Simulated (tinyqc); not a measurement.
Electroplating on a thin resistive seed layer: kinetics, Wagner number and the terminal effect across a wafer. Changing the mean current density. Computed by tinyqc, a small Python program. Command: `OMP_NUM_THREADS=1 python tinyqc.py 3120570 3120571 out.jsonl terminal sweep`. One thread of a shared host (Intel(R) Xeon(R) Processor @ 2.30GHz), about 0.1 s of CPU time with the checks.

Current enters the seed at the rim. The bath is treated as a local resistance per area (no lateral flow in the liquid), two electrons per ion, molar volume 7.11 cm^3/mol, Faraday constant F = e N_A, kinematic viscosity 0.01 cm^2/s, omega = 2 pi x rpm/60; k_B T/e is in volts.

Inputs (values chosen for the exercise, of the order of those for copper plating on a thin cobalt or ruthenium seed):
```
quantity                               value         unit
wafer radius R                            10           cm
seed thickness t                          15           nm
seed resistivity                          21  microohm cm
bath conductivity kappa                 0.21         S/cm
gap to the anode h                         8           cm
extra resistance of a porous plate         0     ohm cm^2
exchange current density i_0            0.67      mA/cm^2
cathodic transfer coefficient alpha     0.34            -
diffusivity of the metal ion         6.4e-06       cm^2/s
metal ion concentration                 0.38        mol/L
rotation rate                             30          rpm
temperature T                            298            K
```

Constants: e = 1.602176634e-19 C; N_A = 6.02214076e+23 1/mol; k_B = 8.617333262e-05 eV/K.

Method:
- Growth rate = i V_m/(2 F). Levich limit i_L = 0.62 x 2 F D^(2/3) omega^(1/2) nu^(-1/6) c. Tafel overpotential eta = (k_B T/(alpha e)) ln(i/i_0); kinetic resistance k_B T/(alpha e i); bath resistance h/kappa + plate; R_s = resistivity/t; Wagner number = kinetic resistance x kappa/R.
- Linearised: with R_t = kinetic + bath resistance the current density obeys (1/r)(r i')' = i R_s/R_t, so i = A I_0(r/l), l = sqrt(R_t/R_s); with x = R/l, edge/centre = I_0(x) and edge/mean = x I_0(x)/(2 I_1(x)).
- Voltage drop in the seed for a uniform current: i R_s R^2/4.
- Full model: seed potential phi(r) with (1/r)(r phi')' = R_s i, where i solves phi = R_b i + (k_B T/(alpha e)) ln(i/i_0) (phi being the driving voltage left at r); phi'(0) = 0 and phi'(R) = R_s i_mean R/2. Solved by collocation to a tolerance of 1e-7.

One run for each value; columns: (1) mean current density (mA/cm^2); (2) edge over centre, full model; (3) kinetic resistance (ohm cm^2); (4) growth rate (nm/min); (5) drop for uniform current (mV):
```
(1)      (2)     (3)     (4)    (5)
2.8   12.960  26.974    61.9    980
4.4   17.170  17.166    97.3   1540
6.7   21.770  11.273   148.1   2345
10.0  26.707   7.553   221.1   3500
16.0  33.037   4.721   353.7   5600
25.0  39.329   3.021   552.7   8750
39.0  45.534   1.937   862.2  13650
60.0  51.147   1.259  1326.4  21000
```

What does the table show?

Over the rows, edge over centre, full model rises from 13.0 to 51.1 (exponent d ln y / d ln x 0.62 between the first rows and 0.27 between the last); kinetic resistance (ohm cm^2) falls from 27.0 to 1.26 (exponent d ln y / d ln x about -1.0 throughout); growth rate (nm/min) rises from 61.9 to 1330 (exponent d ln y / d ln x about 1.0 throughout).

Caution (rows 10.0, 16.0, 25.0, 39.0, 60.0): at the rim the current nears the limiting value, which would flatten the real profile. Caution (rows 25.0, 39.0, 60.0): the mean current exceeds 0.3 i_L, so depletion of metal ions, left out of the distribution, matters.
